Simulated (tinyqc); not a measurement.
The integration grid: Kohn-Sham TPSS on finer and finer grids in the sto-3g basis, for BeH2, spin multiplicity 1. Computed by the program tinyqc with PySCF. 

Geometry (angstrom):
```
atom       x        y       z
Be    0.0000   0.0000  0.0000
H     0.0000   1.4430  0.1550
H     0.0000  -1.4430  0.1550
```

Self-consistent on each grid; the net force on the molecule should vanish.

Kohn-Sham energy on Becke grids (radial x angular points per atom):
```
grid       points  residual of the electron count  E (hartree)  E - finest (mhartree)  largest net force without grid terms (hartree/bohr)
10 x 14       418                        4.96e-02    -15.73994              -37.79502                                             1.99e-02
15 x 26      1166                        2.24e-04    -15.69281                9.33431                                             2.38e-03
20 x 50      2994                       -7.84e-04    -15.70267               -0.52562                                             1.15e-03
30 x 86      7732                       -2.70e-04    -15.70215               -0.00671                                             5.96e-05
50 x 194    29070                        8.69e-08    -15.70214                0.00135                                             4.17e-06
75 x 302    67876                        3.80e-08    -15.70214               -0.00010                                             1.25e-06
120 x 590  212114                       -9.32e-10    -15.70214                0.00000                                             3.34e-08
```

The energy is within 0.1 mhartree of the finest grid first at 30 x 86. The error has both signs, since quadrature is not variational. The electron count and the net force are cheap signs of a poor grid.
